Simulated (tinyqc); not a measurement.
Lossy interposer transmission line with skin effect: one step of the calculation.

A uniform line in a homogeneous dielectric: c = sqrt(er)/(c0 Z0), l = Z0 sqrt(er)/c0 (c0 = 299792458 m/s), g = w c td, w = 2 pi f. The resistance joins its limits as r = sqrt(r_dc^2 + r_hf^2), with r_dc = rho/(wd th), r_hf = kr rho/(2 delta (wd + th)), delta = sqrt(rho/(pi f mu0)), mu0 = 4 pi 1e-7 H/m; this is an interpolation, and internal inductance, up to 0.05 nH/mm at low frequency, is neglected.

Task. Propagation constant and impedance. gamma = sqrt((r + i w l)(g + i w c)) = alpha + i beta, Zc = sqrt((r + i w l)/(g + i w c)), roots with positive real part; loss 8.685889638 alpha in dB; phase velocity w/beta.

Values chosen for this exercise: length len = 5 mm; frequency f = 0.83 GHz.

r = 1.7575322 ohm/mm
l = 0.23109998 nH/mm
c = 144.43749 pF/m
g = 0.0015064957 S/m

Give: gamma len; Zc; loss; phase velocity over c0; r/(w l).

Result.

gamma len = 0.0935+0.1771i
Zc = 47.08-24.74i ohm
loss = 0.1625 dB/mm
phase velocity over c0 = 0.4910
r/(w l) = 1.458

r exceeds w l, so the line behaves mainly as an RC line at this frequency.

Numbers from tinyqc (`OMP_NUM_THREADS=1 python tinyqc.py 2810119 2810120 out.jsonl`; about 0.01 s on one thread of a shared Intel Xeon 2.30GHz).
